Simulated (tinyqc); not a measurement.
Worked calculation: mobility of a non-polar semiconductor in the relaxation-time approximation. Computed by tinyqc, a small Python program that keeps every step. Command: `OMP_NUM_THREADS=1 python tinyqc.py 3013298 3013299 out.jsonl rta walk`. One thread of a shared host (Intel(R) Xeon(R) Processor @ 2.30GHz), about 0.01 s of CPU time with the checks. Intermediate numbers are printed to about 7 digits and carried at full precision; extremes and crossings named in words are read from the listed rows.

Each valley is treated as a sphere of mass m_d for states and rates, with one isotropic relaxation time; the conductivity mass m_c sets the current.

Inputs (values chosen for the exercise, modelled on holes in silicon):

| quantity | value | unit |
|---|---|---|
| longitudinal mass m_l | 0.504 | m_0 |
| transverse mass m_t | 0.504 | m_0 |
| equivalent valleys Z | 1 | - |
| static permittivity eps_s | 11.7 | - |
| density rho | 2329 | kg/m^3 |
| sound velocity v_l | 8910 | m/s |
| acoustic deformation potential D_A | 5 | eV |
| phonon energy hbar w | 62.2 | meV |
| optical or intervalley deformation potential D_o | 8.1 | 1e8 eV/cm |
| final valleys Z_f | 1 | - |
| carrier density n | 1.6e+16 | 1/cm^3 |
| compensation ratio C | 0 | - |
| temperature T | 350 | K |

Band: parabolic. Impurity formula: Brooks-Herring. Further scattering: none.

Constants: k_B = 8.617333262e-05 eV/K; m_0 = 9.1093837015e-31 kg; e = 1.602176634e-19 C; hbar = 1.054571817e-34 J s; eps_0 = 8.8541878128e-12 F/m; k_B = 1.380649e-23 J/K; hbar = 6.582119569e-16 eV s.

## Masses

m_d = (m_l m_t^2)^(1/3); 1/m_c = (1/m_l + 2/m_t)/3; Hall mass factor A = 3 K_m (K_m + 2)/(2 K_m + 1)^2, K_m = m_l/m_t; N_I = n (1 + C)/(1 - C).

density-of-states mass m_d = 0.504 m_0

conductivity mass m_c = 0.504 m_0

Hall mass factor A = 1

ionised impurity density N_I = 1.60e+16 1/cm^3

## Fermi level and screening

Parabolic band: E = hbar^2 k^2/(2 m), speed v = hbar k/m, states per spin, volume and energy g(E) = m k/(2 pi^2 hbar^2). Here m = m_d. Masses are multiplied by m_0 and all formulas are in SI units. The reduced Fermi level eta = E_F/(k_B T) solves n = 2 Z int g f dE with f = 1/(1 + exp(x - eta)) (Z = 1 unless valleys are given); screening length L_s = sqrt(eps_s eps_0 k_B T/(e^2 dn/deta)), dn/deta = 2 Z int g f (1 - f) dE. Integrals over x = E/(k_B T) use 160 Gauss-Legendre points in u = sqrt(x) from 0 to sqrt(max(eta, 0) + 32).

reduced Fermi level eta = -6.560758

screening length L_s = 34.92055 nm

The gas is non-degenerate (eta < -2), and L_s is close to the Debye length.

## Rates at a few energies

Phonon occupation N_q = 1/(exp(hbar w/(k_B T)) - 1). Acoustic deformation potential (elastic, equipartition, absorption and emission together): 1/tau = 2 pi k_B T D_A^2 g(E)/(hbar rho v_l^2). Optical or intervalley deformation potential: 1/tau = (pi Z_f D_o^2/(rho w)) [N_q g(E + hbar w) + (N_q + 1) g(E - hbar w)], with g = 0 below the band edge. Each optical term is multiplied by (1 - f(E'))/(1 - f(E)), E' the final energy, for Pauli blocking. Singly charged impurities, momentum relaxation: 1/tau = N_I e^4 m (1 + 2 alpha E) Phi/(8 pi (eps_s eps_0)^2 hbar^3 k^3), with alpha = 0 for a parabolic band. Brooks-Herring: Phi = ln(1 + b) - b/(1 + b), b = 4 k^2 L_s^2.

Rates (1e12/s) at E = (max(eta, 0) + 0.5, 1, 2, 4) k_B T:

| E (meV) | acoustic | optical | ionised impurity |
|---|---|---|---|
| 15.0803 | 0.933443 | 0.741180 | 1.010248 |
| 30.1607 | 1.320087 | 0.810037 | 0.399201 |
| 60.3213 | 1.866885 | 0.932701 | 0.156008 |
| 120.6427 | 2.640175 | 6.203217 | 0.060416 |

## Mobility for each process alone

mu = (m_d/m_c) (2 Z e/(3 n k_B T)) int g v^2 tau f (1 - f) dE. Averages over x are split at the emission threshold x_0 = hbar w/(k_B T): 64 Gauss-Legendre points in sqrt(x) below it and 128 in sqrt(x - x_0) above it, up to x = max(eta, 0) + 32.

acoustic mobility = 1988.209 cm^2/(V s)

optical mobility = 2393.123 cm^2/(V s)

ionised impurity mobility = 33301.78 cm^2/(V s)

## All processes together

Rates are added at each energy before the average. With <y> = int g v^2 y f (1 - f) dE: Hall factor r_H = A (3 n k_B T/(2 Z m_d)) <tau^2/(1 + 2 alpha E)>/<tau>^2 (alpha = 0 for a parabolic band); Hall mobility r_H mu; |S| = (k_B/e) (<x tau>/<tau> - eta); resistivity 1/(n e mu).

drift mobility mu = 868.5907 cm^2/(V s)

Hall factor r_H = 1.229561

Hall mobility = 1067.985 cm^2/(V s)

Seebeck coefficient |S| = 725.2728 microvolt/K

resistivity = 0.4491118 ohm cm

Taking r_H = 1 in a Hall measurement would give a density 0.813 times the true one.

## Matthiessen's rule against the full average

Matthiessen's rule adds 1/mu of the separate processes.

Separate mobilities:

| process | mu (cm^2/(V s)) | share of the sum of 1/mu (%) |
|---|---|---|
| acoustic | 1988.21 | 52.89595 |
| optical | 2393.12 | 43.94601 |
| ionised impurity | 33301.78 | 3.15804 |

mobility by Matthiessen's rule = 1051.682 cm^2/(V s)

excess of Matthiessen's rule over the full mu = 21.07915 %

The rule gives 1052 against the full 868.6, 21.1 % too high; it can only overestimate, since each separate average is carried by the energies where that process is weak. The error is large because acoustic and optical scattering both carry weight and depend on energy in different ways.

Checks made by the program: n against 2 Z (m k_B T/2 pi hbar^2)^(3/2) (2/sqrt(pi)) F_1/2(eta) by adaptive quadrature (relative difference below 1e-10); acoustic mobility against its closed form in Fermi integrals (relative difference below 1e-10); the sum rule (2 Z/(3 k_B T)) int g v^2 (1 + 2 alpha E) f (1 - f) dE = n/m_d (relative difference below 1e-10).
